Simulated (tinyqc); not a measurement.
Surface Green function of a two-leg ladder, Sancho-Rubio decimation: two steps of the calculation.

A semi-infinite lead of cells 0, 1, 2, ... with H0 inside a cell and H1 = <cell i|H|cell i + 1>. One rung (site 1 on leg a, site 2 on leg b) is a cell; all hoppings enter with a minus sign. z = E + i eta.

Inputs (values chosen for the exercise):
- E = -0.11 eV (energy)
- eta = 0.1 eV (broadening)

Question 1. Decimation. Start with e_s = e = H0, a = H1, b = H1^dagger. Each round: g = (z - e)^(-1); e_s <- e_s + a g b; e <- e + a g b + b g a; a <- a g a; b <- b g b (all with the old a, b). Round k joins cells 2^k apart.

e_s after round 1 (eV):
```
                      1                     2
1  1.5327141-0.9531680i  0.2948020-0.3893627i
2  0.2948020-0.3893627i  0.5423902-0.1912052i
```

e after round 1 (eV):
```
                      1                     2
1  2.5780481-1.6680058i  1.2908963-0.9056138i
2  1.2908963-0.9056138i  1.0816958-0.6069113i
```

a after round 1 (eV):
```
                      1                     2
1  1.2844468-0.8233804i  1.0873211-0.6089308i
2  0.7173386-0.3256277i  0.2736805-0.2780392i
```

b after round 1 (eV):
```
                      1                     2
1  1.2844468-0.8233804i  0.7173386-0.3256277i
2  1.0873211-0.6089308i  0.2736805-0.2780392i
```

Wanted: g; e_s after round 2; e after round 2; a after round 2; b after round 2.

Answer 1.

g (1/eV):
```
                 1                2
1  -0.6230-0.3007i   0.7331+0.2871i
2   0.7331+0.2871i  -1.4775-0.6304i
```

e_s after round 2 (eV):
```
                  1                 2
1  0.53330-0.42788i  0.00990-0.14973i
2  0.00990-0.14973i  0.37580-0.15895i
```

e after round 2 (eV):
```
                  1                 2
1  0.97616-0.78849i  0.51627-0.33497i
2  0.51627-0.33497i  0.37635-0.38120i
```

a after round 2 (eV):
```
                   1                  2
1  -0.69304+0.30274i  -0.31509+0.25838i
2  -0.35783+0.17484i  -0.30351+0.05607i
```

b after round 2 (eV):
```
                   1                  2
1  -0.69304+0.30274i  -0.35783+0.17484i
2  -0.31509+0.25838i  -0.30351+0.05607i
```

Question 2. Self-energy, Dyson check and densities of states. Sigma = H1 g_s H1^dagger is what the lead adds to one more cell, and (z - H0 - Sigma)^(-1) must give g_s back. Densities of states: -Im of the diagonals over pi.

H0 (eV):
```
       1      2
1      0  -0.45
2  -0.45   0.46
```

H1 (eV):
```
      1      2
1  -0.6  -0.16
2     0  -0.48
```

converged surface Green function g_s (1/eV):
```
                       1                      2
1  -0.2861478-1.0889958i   0.7822881-0.3959437i
2   0.7822881-0.3959437i  -1.0692618-1.0133963i
```

converged bulk Green function (1/eV):
```
                       1                      2
1  -0.3070708-1.0485017i   0.5482879+0.4894123i
2   0.5482879+0.4894123i  -0.9373711-1.6526118i
```

Give: Sigma; (z - H0 - Sigma)^(-1); surface density of states; bulk density of states.

Answer 2.

Sigma (eV):
```
                  1                  2
1  0.01981-0.49400i   0.14318-0.19186i
2  0.14318-0.19186i  -0.24636-0.23349i
```

(z - H0 - Sigma)^(-1) (1/eV):
```
                 1                2
1  -0.2861-1.0890i   0.7823-0.3959i
2   0.7823-0.3959i  -1.0693-1.0134i
```

```
orbital  surface density of states (1/eV)  bulk density of states (1/eV)
1                                 0.34664                        0.33375
2                                 0.32257                        0.52604
```

tinyqc, about 0.1 s, one thread, Intel Xeon 2.30GHz (shared host): `OMP_NUM_THREADS=1 python tinyqc.py 2680103 2680104 out.jsonl`
